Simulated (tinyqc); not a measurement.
Inside a calculation. Method: Hueckel theory of the pi electrons with the omega technique, for the molecule Fc1cccc2ccccc12 (SMILES; centres numbered as the heavy atoms are written). One step of it, computed by the program tinyqc.

Question. Energy, charges, bond orders. E = sum n x; q_r = z_r - P_rr; bond order p = P_rs; free valence = sqrt(3) - sum of p over the bonds of the atom.

final x values: 3.131191  2.240310  1.587480  1.245861  0.992390  0.567994  -0.649253  -1.007623  -1.327546  -1.633285  -2.317520

occupations: 2.000000  2.000000  2.000000  2.000000  2.000000  2.000000  0.000000  0.000000  0.000000  0.000000  0.000000

final P:
```
            1F         2C         3C         4C         5C         6C         7C         8C
1F    1.962562   0.194274  -0.130537  -0.017840   0.086620  -0.009884  -0.024113   0.006590
2C    0.194274   0.972505   0.710202   0.009351  -0.355880   0.001144   0.084508  -0.002736
3C   -0.130537   0.710202   1.024639   0.606457  -0.025265  -0.239578   0.008622   0.154370
4C   -0.017840   0.009351   0.606457   1.003090   0.722570  -0.001062  -0.169527   0.001958
5C    0.086620  -0.355880  -0.025265   0.722570   1.017141   0.554114  -0.007783  -0.168832
6C   -0.009884   0.001144  -0.239578  -0.001062   0.554114   1.002574   0.554697  -0.001464
7C   -0.024113   0.084508   0.008622  -0.169527  -0.007783   0.554697   1.002755   0.724363
8C    0.006590  -0.002736   0.154370   0.001958  -0.168832  -0.001464   0.724363   1.001279
9C    0.040884  -0.167040  -0.013006   0.155061   0.010955  -0.241128  -0.004009   0.603622
10C  -0.019484   0.008664  -0.166081  -0.003862   0.082622   0.000369  -0.361874   0.000422
11C  -0.089981   0.543369   0.022011  -0.238506  -0.015918   0.519249   0.006037  -0.241964

            9C        10C        11C
1F    0.040884  -0.019484  -0.089981
2C   -0.167040   0.008664   0.543369
3C   -0.013006  -0.166081   0.022011
4C    0.155061  -0.003862  -0.238506
5C    0.010955   0.082622  -0.015918
6C   -0.241128   0.000369   0.519249
7C   -0.004009  -0.361874   0.006037
8C    0.603622   0.000422  -0.241964
9C    1.004042   0.723533  -0.007687
10C   0.723533   0.999337   0.557375
11C  -0.007687   0.557375   1.010074
```

Centres:
```
centre  z_r, pi electrons of the neutral centre         h
1F                                            2  2.830000
2C                                            1  0.000000
3C                                            1  0.000000
4C                                            1  0.000000
5C                                            1  0.000000
6C                                            1  0.000000
7C                                            1  0.000000
8C                                            1  0.000000
9C                                            1  0.000000
10C                                           1  0.000000
11C                                           1  0.000000
```

Bonds:
```
i    j         k
1    2  0.780000
2    3         1
3    4         1
4    5         1
5    6         1
6    7         1
7    8         1
8    9         1
9   10         1
10  11         1
11   2         1
11   6         1
```

Give: pi energy = 12 alpha + this times beta; pi charges; Bond orders and lengths from R = 1.517 - 0.180 p; free valence of the carbons; gap between the highest filled and the next level.

Answer.

pi energy = 12 alpha + this times beta = 19.5305

pi charges: 1F 0.0374, 2C 0.0275, 3C -0.0246, 4C -0.0031, 5C -0.0171, 6C -0.0026, 7C -0.0028, 8C -0.0013, 9C -0.0040, 10C 0.0007, 11C -0.0101

Bond orders and lengths from R = 1.517 - 0.180 p (angstrom, C-C alone):
```
bond        p       R
1-2    0.1943       -
2-3    0.7102  1.3892
3-4    0.6065  1.4078
4-5    0.7226  1.3869
5-6    0.5541  1.4173
6-7    0.5547  1.4172
7-8    0.7244  1.3866
8-9    0.6036  1.4083
9-10   0.7235  1.3868
10-11  0.5574  1.4167
11-2   0.5434  1.4192
11-6   0.5192  1.4235
```

free valence of the carbons: 2C 0.2842, 3C 0.4154, 4C 0.4030, 5C 0.4554, 6C 0.1040, 7C 0.4530, 8C 0.4041, 9C 0.4049, 10C 0.4511, 11C 0.1121

gap between the highest filled and the next level = 1.2172 |beta|
